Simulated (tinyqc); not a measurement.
From a target to a composition: virtual-crystal alloy in the empirical-pseudopotential method. Four cases, with inputs chosen for the exercise.

Problem. The gap from the valence top to the fifth band at L = (1/2,1/2,1/2) is given; it is monotonic in x. Find x.

Empirical pseudopotential on the fcc lattice, atoms at +/- tau, tau = a (1,1,1)/8, no spin-orbit coupling. H(G,G') = c (2 pi/a)^2 |k + G|^2 delta + VS(q) cos(q.tau) + i VA(q) sin(q.tau), q = G - G', c = hbar^2/2m0; k and G in units of 2 pi/a; VS at |q|^2 = 3, 8, 11 and VA at 3, 4, 11, in rydberg, zero elsewhere. At each k the basis holds all G with |k + G|^2 up to 16; energies are counted from the fourth level at Gamma.

Virtual crystal A(1-x)B(x): a = (1 - x) a_A + x a_B. Rule linear: V = (1 - x) V_A + x V_B. Rule volume: V = [(1 - x) a_A^3 V_A + x a_B^3 V_B]/a^3, since a form factor is an atomic potential divided by the cell volume.

Constants: hbar^2/2m0 = 3.80998211 eV angstrom^2; Ry = 13.60569312 eV.

Case 1.

Values chosen (classic local form factors of the size used for Si (A) and Ge (B), which place X and L only to a few tenths of an eV; shifted at random, so the results belong to these values and not to a real crystal):
- a = (5.434, 5.653) angstrom (lattice constants of A, B)
- VSA = (-0.215, 0.039, 0.081) Ry (symmetric form factors of A)
- VAA = (0, 0, 0) Ry (antisymmetric form factors of A)
- VSB = (-0.229, 0.009, 0.059) Ry (symmetric form factors of B)
- VAB = (0, 0, 0) Ry (antisymmetric form factors of B)
- rule = volume (mixing rule)

gap to L = 1.05317 eV

Case 2.

Values chosen (classic local form factors of the size used for Si (A) and Ge (B), which place X and L only to a few tenths of an eV; shifted at random, so the results belong to these values and not to a real crystal):
- a = (5.439, 5.659) angstrom (lattice constants of A, B)
- VSA = (-0.208, 0.041, 0.08) Ry (symmetric form factors of A)
- VAA = (0, 0, 0) Ry (antisymmetric form factors of A)
- VSB = (-0.236, 0.01, 0.06) Ry (symmetric form factors of B)
- VAB = (0, 0, 0) Ry (antisymmetric form factors of B)
- rule = volume (mixing rule)

gap to L = 1.21579 eV

Case 3.

Values chosen (classic local form factors of the size used for Si (A) and Ge (B), which place X and L only to a few tenths of an eV; shifted at random, so the results belong to these values and not to a real crystal):
- a = (5.44, 5.649) angstrom (lattice constants of A, B)
- VSA = (-0.209, 0.039, 0.079) Ry (symmetric form factors of A)
- VAA = (0, 0, 0) Ry (antisymmetric form factors of A)
- VSB = (-0.233, 0.009, 0.06) Ry (symmetric form factors of B)
- VAB = (0, 0, 0) Ry (antisymmetric form factors of B)
- rule = volume (mixing rule)

gap to L = 1.10608 eV

Case 4.

Values chosen (classic local form factors of the size used for GaP (A) and InP (B), which place X and L only to a few tenths of an eV; shifted at random, so the results belong to these values and not to a real crystal):
- a = (5.435, 5.854) angstrom (lattice constants of A, B)
- VSA = (-0.223, 0.03, 0.071) Ry (symmetric form factors of A)
- VAA = (0.117, 0.069, 0.021) Ry (antisymmetric form factors of A)
- VSB = (-0.233, 0.01, 0.059) Ry (symmetric form factors of B)
- VAB = (0.069, 0.049, 0.011) Ry (antisymmetric form factors of B)
- rule = volume (mixing rule)

gap to L = 2.44492 eV

Find: x; a.

Solution.

Case 1.

x = 0.80
a = 5.609 angstrom

Bisect on x between the ends, where the gap to L is 1.889 and 0.852 eV; a straight line between them would give x = 0.81.

Case 2.

x = 0.73
a = 5.600 angstrom

Bisect on x between the ends, where the gap to L is 1.842 and 0.993 eV; a straight line between them would give x = 0.74.

Case 3.

x = 0.78
a = 5.603 angstrom

Bisect on x between the ends, where the gap to L is 1.777 and 0.924 eV; a straight line between them would give x = 0.79.

Case 4.

x = 0.17
a = 5.506 angstrom

Bisect on x between the ends, where the gap to L is 2.555 and 1.919 eV; a straight line between them would give x = 0.17.

Computed by tinyqc, one run a case: `OMP_NUM_THREADS=1 python tinyqc.py N N+1 out.jsonl` with N = 1050705, 1050711, 1050748, 1050760; one thread of a shared Intel(R) Xeon(R) Processor @ 2.30GHz, about 0.3 s a run at most.
